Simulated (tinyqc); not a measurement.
Worked calculation: carbon nanotube by zone folding. Values are carried at full precision from step to step, so a last printed digit may differ when a step is redone from the rounded ones.

Circumference C = n a1 + m a2, a = sqrt3 acc; d = a sqrt(n^2 + nm + m^2)/pi; tan(theta) = sqrt3 m/(2n + m); dR = gcd(2n + m, 2m + n); T = t1 a1 + t2 a2 with t1 = (2m + n)/dR, t2 = -(2n + m)/dR, |T| = sqrt3 pi d/dR; N = 2 (n^2 + nm + m^2)/dR hexagons a cell. On cutting line mu = 0 to N - 1 at x = k|T|/(2 pi) the phases are p1 = 2 pi (-t2 mu + m x)/N, p2 = 2 pi (t1 mu - n x)/N, and E = -/+ t |1 + exp(i p1) + exp(i p2)|.

Constants: hbar^2/2m0 = 3.80998211 eV angstrom^2.

Values chosen for the exercise (near those used for carbon; not measured data):
- n = 18 (chiral index)
- m = 8 (chiral index)
- acc = 1.44 angstrom (bond length)
- t = 2.62 eV (hopping)
- mu = 176 (cutting line)
- x = -0.48 (position on the line)

## Geometry

Form d, theta, dR, t1, t2, N and |T|, and (n - m) mod 3.

d = 18.312 angstrom
theta = 17.48 degrees

dR, t1, t2, N: 2  17  -22  532

|T| = 49.821 angstrom
(n - m) mod 3 = 1

The nearest line misses K by a third of the spacing 2/d: semiconducting in zone folding; chiral, 1064 atoms a cell.

## One point of one line

Form the phases and the energy.

p1, p2 (rad): 45.68490  35.43905

E of the upper band = 0.8381 eV

## Band edges

The three lowest distinct minima of E along the lines, doubled (the transition between mirror bands), against the cone: 2 t acc j/d with j = 1, 2, 4 for semiconducting and 0, 3, 3 for metallic tubes.

Transitions (eV):
```
order  zone folding    cone
1            0.4085  0.4121
2            0.8346  0.8241
3            1.5771  1.6483
```

Trigonal warping puts the first transition -0.9 % and the second +1.3 % from the cone; the two lines lie on opposite sides of K, where the contours bend oppositely. Measured optical lines also hold self-energy and exciton terms.

## Mass at the first band edge

Cone estimate: E^2 = (Eg/2)^2 + (hbar v k)^2, hbar v = 3 t acc/2, Eg = 2 t acc/d, so m/m0 = c Eg/(hbar v)^2, c = hbar^2/2m0.

hbar v = 5.6592 eV angstrom
Eg = 0.4121 eV
mass = 0.0490 m0

(tinyqc, `OMP_NUM_THREADS=1 python tinyqc.py 1481705 1481706 out.jsonl`, Intel(R) Xeon(R) Processor @ 2.30GHz, 1 thread, shared host, about 0.04 s.)
